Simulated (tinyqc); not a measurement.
From results back to parameters: k.p values derived from sp3s* tight binding at Gamma. Three cases, with inputs chosen for the exercise.

Problem. The electron mass obeys m0/m = A + Ep/EG, where A gathers the direct term and the higher bands, and Ep = P^2/c with c = hbar^2/2m0, P = (a/4)(sa pc Vsapc + sc pa Vscpa). The mass comes from a hidden Vscpa (s cation, p anion); sa, sc are the anion and cation parts of S+, the upper s level at Gamma, and pa, pc those of P-, the lower p level (P+ is the upper one).

Constants: hbar^2/2m0 = 3.80998211 eV angstrom^2.

Find: Ep; Vscpa.

Method. Ep = (m0/m - A) EG gives |P|; both terms of P have the sign of sc pa, and the linear relation gives Vscpa. A is held fixed, though its part from P+ also depends on Vscpa.

Case 1.

Values chosen (out of a larger set: near a published set for GaAs, fitted to gaps, whose masses and valley positions are rough; not measured data): a = 5.65 angstrom (lattice constant); Vsapc = 4.494 eV (s anion, p cation).

m = 0.1238830 m0
A = -1.55704
EG = 1.590928 eV

sa, sc, pa, pc: 0.547945  -0.836514  0.881896  -0.471443

Solution.

Ep = 15.32 eV
Vscpa = 5.76 eV

Case 2.

Values chosen (out of a larger set: near a published set for GaSb, fitted to gaps, whose masses and valley positions are rough; not measured data): a = 6.098 angstrom (lattice constant); Vsapc = 4.982 eV (s anion, p cation).

m = 0.0679342 m0
A = -1.97651
EG = 0.803359 eV

sa, sc, pa, pc: 0.606048  -0.795428  0.878747  -0.477288

Solution.

Ep = 13.41 eV
Vscpa = 4.65 eV

Case 3.

Values chosen (out of a larger set: near a published set for GaAs, fitted to gaps, whose masses and valley positions are rough; not measured data): a = 5.649 angstrom (lattice constant); Vsapc = 4.489 eV (s anion, p cation).

m = 0.1282000 m0
A = -1.56264
EG = 1.624942 eV

sa, sc, pa, pc: 0.546645  -0.837365  0.881090  -0.472948

Solution.

Ep = 15.21 eV
Vscpa = 5.73 eV

Computed by tinyqc, one run a case: `OMP_NUM_THREADS=1 python tinyqc.py N N+1 out.jsonl` with N = 1481410, 1481430, 1481434; one thread of a shared Intel(R) Xeon(R) Processor @ 2.30GHz, about 0.01 s a run at most.
